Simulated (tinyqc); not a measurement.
Off-state leakage of single and stacked transistors: two steps of the calculation.

n-channel devices of unit width. Subthreshold current I(Vg, Vs, Vd) = I0 (T/300 K)^0.5 exp[(Vg - Vs - VT(T) - gb (Vs - Vb) + dd (Vd - Vs))/(nf Vt)] (1 - exp(-(Vd - Vs)/Vt)), VT(T) = VT - cT (T - 300 K). Gate-edge tunnelling Ig (Vd/1 V) exp(ag (Vd - 1 V)), for a gate at 0 V, and band-to-band leakage Ab u exp(-Bb/u), u = Vd - Vb + 1 V, flow at a drain held at V; both are taken as independent of T. In a stack of off transistors (all gates at 0 V) the same subthreshold current passes through each.

Inputs (values chosen for the exercise); values of the order met in bulk silicon logic transistors:

| symbol | value | unit | meaning |
|---|---|---|---|
| T | 300 | K | temperature |
| V | 0.9 | V | supply voltage |
| VT | 0.3 | V | threshold at 300 K, zero drain and body bias |
| cT | 0.8 | mV/K | fall of the threshold with temperature |
| I0 | 0.1 | uA/um | current at threshold at 300 K |
| nf | 1.18 |  | slope factor |
| dd | 0.09 |  | drain-induced lowering per volt |
| gb | 0.1 |  | rise of the threshold per volt of source-body bias |
| Ig | 9e-6 | uA/um | gate-edge tunnelling current at 1 V |
| ag | 3.7 | 1/V | exponential slope of the gate current |
| Ab | 6 | uA/(um V) | prefactor of band-to-band leakage at the drain |
| Bb | 20 | V | its exponential voltage |
| Vb | 0 | V | body voltage |

Constants: q = 1.602176634e-19 C, kB = 1.380649e-23 J/K, Vt = kB T/q. Results are converted to the units shown.

Problem 1. Leakage of one transistor. Vg = Vs = 0, Vd = V; effective threshold VT(T) - gb Vb - dd V.

Wanted: effective threshold; parts; total; shares.

Solution 1.

effective threshold = 0.2190 V
parts (nA/um): subthreshold 0.07624, gate edge 0.005595, band-to-band 0.3058
total = 0.3876 nA/um
shares (%): subthreshold 19.67, gate edge 1.444, band-to-band 78.89

The band-to-band part is the largest.

Problem 2. New Vx. Stack of two, Vx the node between them: I_low = I(0, 0, Vx), I_up = I(0, Vx, V), f = ln(I_up/I_low), f' = -(1 + gb + 2 dd)/(nf Vt) - 1/(Vt (exp(Vx/Vt) - 1)) - 1/(Vt (exp((V - Vx)/Vt) - 1)), Vx(new) = Vx - f/f'.

Vx after iteration 1 = 0.065261844 V

Give: I_low; I_up; f; f'; Vx after iteration 2.

Solution 2.

I_low = 0.005975 nA/um
I_up = 0.005978 nA/um
f = 3.883e-4
f' = -45.33 1/V
Vx after iteration 2 = 0.06527 V

Computed by the program tinyqc: `OMP_NUM_THREADS=1 python tinyqc.py 2242234 2242235 out.jsonl`, one thread of a shared Intel Xeon 2.30GHz, about 0.03 s for the whole run.
